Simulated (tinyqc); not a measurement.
What moves the results: valence-band anticrossing with a localised impurity level. A value that a table varies takes the place of the one given here.

Host valence band EM(k) = al x - c k^2/mM, c = hbar^2/2m0, coupled to a flat level EI by V = C sqrt(x): H = [[EM, V], [V, EI]], E+/- = (EM + EI)/2 +/- sqrt((EM - EI)^2/4 + V^2). The host weight of a state at E is f = 1/(1 + V^2/(E - EI)^2), and its mass at k = 0 is mM/f. The gap is Eg - E+(0), the conduction edge staying at Eg.

Constants: hbar^2/2m0 = 3.80998211 eV angstrom^2.

Inputs chosen for the exercise (host near GaAs; not measured data):
- Eg = 1.539 eV (gap at Gamma to the s-like level)
- mM = 0.46 m0 (mass of the host band)
- EI = -0.251 eV (impurity level, from the valence top of the host)
- C = 1.55 eV (coupling)
- al = 1.01 eV (linear shift of the host edge)
- x = 0.0031 (impurity fraction)

## Impurity fraction

The last column is the bowing that a quadratic law would need at that x, (Eg - gap)/(x (1 - x)), with equal end gaps.

Results:
```
x (%)  E- (eV)  E+ (eV)  gap (eV)  host weight of E+  mass of E+  bowing (eV)
0.1    -0.2602   0.0102    1.5288              0.966      0.4762         10.2
0.2    -0.2687   0.0198    1.5192              0.938      0.4901          9.9
0.5    -0.2915   0.0456    1.4934              0.880      0.5228          9.2
1.0    -0.3231   0.0822    1.4568              0.822      0.5595          8.3
2.0    -0.3732   0.1424    1.3966              0.763      0.6029          7.3
3.0    -0.4134   0.1927    1.3463              0.732      0.6284          6.6
5.0    -0.4782   0.2777    1.2613              0.699      0.6577          5.8
8.0    -0.5538   0.3836    1.1554              0.677      0.6795          5.2
```

How do the results move?

The apparent bowing falls from 10.2 to 5.2 eV, so no single constant describes the gap: the part from the coupling goes as x while V is small against |EM - EI| and as sqrt(x) beyond (V = |EI| near x = 2.62 %), with the linear term al x on top; the fall of the gap goes as the power 0.95 of x between the first two rows and 0.69 between the last two. The mass of E+ goes from 0.4762 to 0.6795, higher although the gap falls; with al = 0 the weight tends to 1/2 at large x.

## What each parameter does

At k = 0. Each row changes one parameter from the base and keeps the others.

Results:
```
case            E- (eV)  E+ (eV)  gap (eV)  mass (m0)
base            -0.2775   0.0297    1.5093     0.5035
EI = -0.301 eV  -0.3238   0.0259    1.5131     0.4921
al = 1.51 eV    -0.2774   0.0311    1.5079     0.5031
Eg = 1.589 eV   -0.2775   0.0297    1.5593     0.5035
C = 1.7825 eV   -0.2852   0.0373    1.5017     0.5145
x = 0.00356     -0.2810   0.0336    1.5054     0.5086
mM = 0.529 m0   -0.2775   0.0297    1.5093     0.5790
```

How do the results move?

The largest shifts from the base row, up to three for each result and ties (the steps differ in size, so this ranks the rows, not the parameters). E- (eV): EI -0.0462, C -0.0076, x -0.0035; unchanged at the printed digits by Eg and mM. E+ (eV): C +0.0076, x +0.0040, EI -0.0038; unchanged at the printed digits by Eg and mM. gap (eV): Eg +0.0500, C -0.0076, x -0.0040; unchanged at the printed digits by mM. mass (m0): mM +0.0755, EI -0.0114, C +0.0110; unchanged at the printed digits by Eg.

Program tinyqc; command `OMP_NUM_THREADS=1 python tinyqc.py 1050111 1050112 out.jsonl`; about 0.01 s on one thread of a shared Intel(R) Xeon(R) Processor @ 2.30GHz.
